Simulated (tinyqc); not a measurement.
Equal gaps, different models: fitting sp3s* parameters to three gaps by Newton steps.

sp3s* tight binding, nearest neighbours only: anion (a) at 0, cation (c) at a/4 (1,1,1), orbitals s, px, py, pz, s* on each; k in units of 2 pi/a. With phases e_j = exp(i (pi/2) k.n_j) for n = (1,1,1), (1,-1,-1), (-1,1,-1), (-1,-1,1): g0 = (e1+e2+e3+e4)/4, g1 = (e1+e2-e3-e4)/4, g2 = (e1-e2+e3-e4)/4, g3 = (e1-e2-e3+e4)/4. The diagonal holds the levels Esa, Epa, Exa (s*) and Esc, Epc, Exc. Anion-cation block: <sa|sc> = Vss g0; <sa|xc> = Vsapc g1; <xa|sc> = -Vscpa g1; <xa|xc> = Vxx g0; <xa|yc> = <ya|xc> = Vxy g3, <xa|zc> = <za|xc> = Vxy g2, <ya|zc> = <za|yc> = Vxy g1; <s*a|xc> = Vxapc g1; <xa|s*c> = -Vpaxc g1; y and z take g2 and g3 in place of g1; s-s* and s*-s* vanish.

Gaps are level 5 at Gamma, X = (1,0,0) and L = (1/2,1/2,1/2) less level 4 at Gamma; no spin-orbit coupling. Free parameters: Vss, Vxapc and Vpaxc. H is linear in them, so by Hellmann-Feynman J_ij = <u|dH/dp_j|u> for level 5 at point i less the same for level 4 at Gamma. Newton: p(new) = p + J^-1 (target - gaps); stop when all misses are below 1e-7 eV.

Constants: hbar^2/2m0 = 3.80998211 eV angstrom^2.

Values chosen for the exercise (out of a larger set: near a published set for InAs, fitted to gaps, whose masses and valley positions are rough; not measured data):

| symbol | value | unit | meaning |
|---|---|---|---|
| p | (-9.557, 0.914, -2.722, 3.696, 7.387, 6.779, -5.643, 1.838, 4.439, 3.052, 5.463, 3.354, 3.884) | eV | start, order Esa, Epa, Esc, Epc, Exa, Exc, Vss, Vxx, Vxy, Vsapc, Vscpa, Vxapc, Vpaxc |
| tg | (0.6754, 2.4885, 1.5167) | eV | target gaps at Gamma, X, L |
| a | 6.059 | angstrom | lattice constant |

The same three targets are met with other triples of free parameters (those for which Newton converges within 3 eV of the start). Not fitted: level 5 at K = (3/4,3/4,0) above Ev, the spacing of levels 6 and 5 at X, the depth of level 2 at X below Ev, the valence width at Gamma, and the mass c q^2/(E(q) - E(0)) of level 5 along [100], q = 0.002 (2 pi/a), c = hbar^2/2m0.

Unfitted results:

| free parameters | largest change (eV) | K (eV) | X spacing (eV) | level 2 at X (eV) | valence width (eV) | mass (m0) |
|---|---|---|---|---|---|---|
| start | 0.000 | 2.153 | 0.427 | 7.058 | 12.737 | 0.0329 |
| Vss, Vxapc, Vpaxc | 0.253 | 2.312 | 0.269 | 7.042 | 12.954 | 0.0502 |
| Esc, Vxapc, Vpaxc | 0.355 | 2.266 | 0.092 | 6.973 | 12.669 | 0.0495 |
| Esa, Vxapc, Vscpa | 0.859 | 2.297 | 0.203 | 7.037 | 12.095 | 0.0510 |
| Vss, Exa, Exc | 0.781 | 2.322 | 0.336 | 7.047 | 12.954 | 0.0502 |

All fitted rows have the same three gaps, yet they spread by 57 meV at K, 244 meV in the X spacing, 75 meV in level 2 at X, 859 meV in the valence width and 3.0 % in the mass. The smallest change of parameters, 0.253 eV, is that of Vss, Vxapc, Vpaxc. A fit fixes what it was given and leaves the rest to the choice of free parameters.

(tinyqc, `OMP_NUM_THREADS=1 python tinyqc.py 1480192 1480193 out.jsonl`, Intel(R) Xeon(R) Processor @ 2.30GHz, 1 thread, shared host, about 0.3 s.)
